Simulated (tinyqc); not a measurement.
Thermal stress, cracking, delamination and buckling of a thin film; Griffith cracks and misfitting inclusions: one step, computed by the program tinyqc. Command: `OMP_NUM_THREADS=1 python tinyqc.py 3014620 3014621 out.jsonl filmcrack walk`. One thread of a shared host (Intel(R) Xeon(R) Processor @ 2.30GHz), about 0.01 s of CPU time with the checks.

Isotropic linear elasticity; the substrate is much thicker than the film; stress is positive in tension.

Problem. Buckling of a debonded strip. A strip of half width w clamped at both edges buckles at sigma_c = (pi^2/12) Ebar (h/w)^2. Above it: height = h sqrt((4/3)(|s|/sigma_c - 1)), driving force at the edges G = G0 (1 - sigma_c/|s|)(1 + 3 sigma_c/|s|); below it both are 0. The smallest strip that buckles has w0 = pi h sqrt(Ebar/(12 |s|)).

Inputs (values chosen for the exercise, modelled on a silicon dioxide film on silicon):
```
quantity                          value        unit
deposition temperature T_d          975           K
final temperature T                 300           K
film thickness h                   0.35  micrometre
half width of a debonded strip w     16  micrometre
```

Ebar = 68.58202 GPa

film stress = -114.9172 MPa

G0 = 0.03369753 J/m^2

Give: buckling stress sigma_c; blister height; driving force at the edges; smallest buckling half width w0.

Solution.

buckling stress sigma_c = 26.99 MPa

blister height = 0.7294 micrometre

driving force at the edges = 0.04395 J/m^2

smallest buckling half width w0 = 7.754 micrometre
